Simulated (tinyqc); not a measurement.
Surface photovoltage measurement of the minority-carrier diffusion length in a wafer. From one set of inputs to another, one input at a time. Computed by tinyqc, a small Python program. Command: `OMP_NUM_THREADS=1 python tinyqc.py 3130287 3130288 out.jsonl spv ladder`. One thread of a shared host (Intel(R) Xeon(R) Processor @ 2.30GHz), about 0.03 s of CPU time with the checks.

Low injection, steady light, a depletion layer much thinner than 1/alpha and L. The excess density dn is taken at the front edge of the neutral region; light that reaches the back is lost.

The inputs printed are set A. Inputs not listed in the table keep their values of set A, so the rows need not describe a real material.

Inputs (values chosen for the exercise, modelled on p-type silicon at room temperature): diffusion length L = 250 micrometre; wafer thickness W = 300 micrometre; diffusivity D = 24.7 cm^2/s; front recombination velocity S_f = 6800 cm/s; back recombination velocity S_b = 110000 cm/s; photon flux entering = 1.6e+12 1/(cm^2 s); minority density at the surface barrier scale n_0 = 6.5e+08 1/cm^3; temperature T = 298 K; wavelength = 913 nm; relative noise of each reading = 0 %; diffusion length after pair splitting over L = 0.84; iron factor C = 1.1e+16 micrometre^2/cm^3.

normal deviates g for the noise: [1.29, -0.24, 1.77, -0.42, -0.47, 0.21, -0.78]

Constants: k_B = 8.617333262e-05 eV/K.

Method:
- alpha = (84.732/lambda - 76.417)^2 per cm with lambda in micrometre (an empirical fit for silicon between 0.7 and 1.05 micrometre).
- Thick wafer: dn = Phi L/((S_f + D/L)(L + 1/alpha)). Finite wafer, with s = S_b L/D, w = W/L, a = alpha L: dn = [Phi a/(a^2 - 1)] [a - B - exp(-alpha W)(a - s)/(cosh w + s sinh w)]/(S_f + B D/L), B = (sinh w + s cosh w)/(cosh w + s sinh w).
- Photovoltage V = (k_B T/e) ln(1 + dn/n_0). Lifetime = L^2/D.
- Readings y = (Phi/dn) (1 + noise x g) at 780, 830, 880, 920, 950, 975 and 995 nm; a least-squares line y = c (1/alpha + L_app) gives L_app = intercept/slope.
- Splitting iron-boron pairs in boron-doped silicon shortens L; with nothing else changing, [Fe] = C (1/L_after^2 - 1/L^2). It is evaluated with the true lengths and with the apparent ones (without noise), which differ when the wafer is not thick against L.

Each row keeps all changes above it:
```
input moved                                 from       to  apparent length L_app (micrometre)  photovoltage V (mV)  [Fe] from the apparent lengths (1/cm^3)
set A                                          -        -                               161.9                5.920                                5.621e+10
diffusion length L (micrometre)              250       49                                48.9                2.867                                1.904e+12
wavelength (nm)                              913      801                                48.9                3.990                                1.904e+12
back recombination velocity S_b (cm/s)    110000      880                                49.0                3.990                                1.913e+12
photon flux entering (1/(cm^2 s))        1.6e+12  1.4e+12                                49.0                3.524                                1.913e+12
front recombination velocity S_f (cm/s)     6800      240                                49.0                7.320                                1.913e+12
diffusivity D (cm^2/s)                      24.7     24.6                                49.0                7.344                                1.913e+12
wafer thickness W (micrometre)               300      775                                49.0                7.344                                1.912e+12
```

Apparent length L_app goes from 162 to 49.0, a factor 0.303 in all. The largest single move comes from diffusion length L (a factor 0.302). Photovoltage V goes from 5.92 to 7.34, a factor 1.24 in all. The largest single move comes from front recombination velocity S_f (a factor 2.08), and diffusion length L works against it (a factor 0.484). [Fe] from the apparent lengths goes from 5.62e10 to 1.91e12, a factor 34.0 in all. The largest single move comes from diffusion length L (a factor 33.9). The single moves hold for this order of the switches; the total does not depend on the order.

Caution (all rows): dn is not small against n_0, so V is not linear in the flux; the constant-flux reading then needs dn, not V.

Extremes, crossings and ranges named in words are read from the listed rows.
